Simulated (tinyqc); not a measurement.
Worked calculation: UHF in the sto-6g basis, for H4, spin multiplicity 3. This run ends on a higher stationary point, not on the lowest solution. Computed by tinyqc, a small Python program that keeps every step (integrals from PySCF). Settings: charge = 0, multiplicity = 3, basis = sto-6g, energy threshold = 1e-10, iteration cap = 58, orthogonalisation = canonical, start = Wolfsberg-Helmholz matrix, DIIS depth = 3, method = UHF. Command: `OMP_NUM_THREADS=1 python tinyqc.py 23839 23840 out.jsonl` (the two numbers bound the seeds that draw the settings). One thread of a shared host (Intel(R) Xeon(R) Processor @ 2.60GHz), about 0.1 s of CPU time with the checks.

Geometry (angstrom):
```
atom         x         y         z
H     0.000000  0.000000  0.000000
H     0.000000  0.000000  0.834000
H     0.000000  0.000000  2.239000
H     0.000000  0.000000  3.073000
```

Stop when the energy changes by less than 1e-10 hartree and every element of the error matrix X^T (F D S - S D F) X (for each spin) is below 3e-06.

Course of the cycle:
```
iteration  E (hartree)     change  largest element of the error matrix
1          -1.72343333          -                             8.76e-02
2          -1.73165488  -8.22e-03                             2.65e-02
3          -1.73302698  -1.37e-03                             6.76e-03
4          -1.73314175  -1.15e-04                             5.23e-05
5          -1.73314175  -5.44e-09                             7.68e-07
6          -1.73314175  -1.49e-12                             2.14e-09
```

Can the last value be used, and what does the course show?

No, though the log alone does not show it. Converged in 6 iterations. But the solution lies 0.03214 hartree above the reference: it is another stationary point, not the lowest one. Reruns (cap 100 unless said): DIIS 8: converged in 10 to a higher stationary point; damping 0.5: converged in 33 to a higher stationary point; level shift 0.5: converged in 23 to a higher stationary point; atomic densities as start, DIIS 8: converged in 7 to a higher stationary point. PySCF UHF in the same basis, after a stability check = -1.76527694 hartree.
